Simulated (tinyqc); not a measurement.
Extrapolating accelerated tests: lateral field, substrate current, probability of reaching the oxide barrier and hot-carrier lifetime of a silicon transistor (pseudo-two-dimensional and lucky-electron models). Computed by tinyqc, a small Python program. Command: `OMP_NUM_THREADS=1 python tinyqc.py 3007078 3007079 out.jsonl hotcar walk`. One thread of a shared host (Intel(R) Xeon(R) Processor @ 2.30GHz), about 0.01 s of CPU time with the checks.

Local-field models: a lucky carrier gains its energy at the peak field over a path free of collisions. Voltages are magnitudes.

Inputs (values chosen for the exercise, modelled on a silicon n-channel):
```
quantity                              value                      unit
channel length L                        590                        nm
oxide thickness t                        12                        nm
junction depth x_j                      150                        nm
mobility mu                             390                cm^2/(V s)
saturation velocity v_s                 0.9                  1e7 cm/s
threshold voltage V_T                   0.5                         V
gate voltage V_G                        2.2                         V
drain voltage V_D                       5.8                         V
ionisation prefactor A_i              2e+06                      1/cm
ionisation field B_i                   1.74                     MV/cm
hot-carrier mean free path lambda       7.8                        nm
oxide barrier phi_b                     3.1                        eV
interface-trap threshold phi_it         3.8                        eV
lifetime constant H                     300  s microampere/micrometre
length of the depleted extension L_n     58                        nm
```

Drain: lightly doped extension.

Constants: eps_0 = 8.8541878128e-12 F/m.

Method:
- C_ox = 3.9 eps_0/t; F_sat = 2 v_s/mu; V_Dsat = V_ov F_sat L/(V_ov + F_sat L), V_ov = V_G - V_T; I_D/W = C_ox v_s (V_ov - V_Dsat).
- Scale length l = 0.22 t^(1/3) x_j^(1/2) (all in cm); F_m = sqrt(((V_D - V_Dsat)/l_e)^2 + F_sat^2), with l_e = l + L_n; length of the velocity-saturated region l_e ln((V_D - V_Dsat)/(l_e F_sat) + F_m/F_sat).
- Substrate current I_sub/I_D = (A_i/B_i)(V_D - V_Dsat) exp(-B_i/F_m); probability of reaching the oxide barrier exp(-phi_b/(e lambda F_m)); lifetime tau = (H/(I_D/W)) exp(phi_it/(e lambda F_m)).
- V_10 solves tau = 3.156e8 s at the given V_G. The extrapolation fits ln(tau) against 1/V_D at 1, 1.08, 1.16 and 1.25 times the given V_D (rounded to 3 digits) by least squares and reads off the same tau.

V_Dsat = 1.04661 V

Stress points:
```
V_D (V)  1/V_D (1/V)     tau (s)
5.80         0.17241  6.2066e+06
6.26         0.15974  1.6816e+06
6.73         0.14859  5.4807e+05
7.25         0.13793  1.9250e+05
```

ten-year drain voltage V_10 = 4.7938 V

V_10 from the 1/V_D extrapolation = 4.7270 V

What does the comparison show, and why?

The extrapolation is 67 mV below the true value: ln(tau) is nearly linear in 1/(V_D - V_Dsat), not in 1/V_D, so the straight line errs on the safe side when one extrapolates down.

Extremes, crossings and ranges named in words are read from the listed rows.
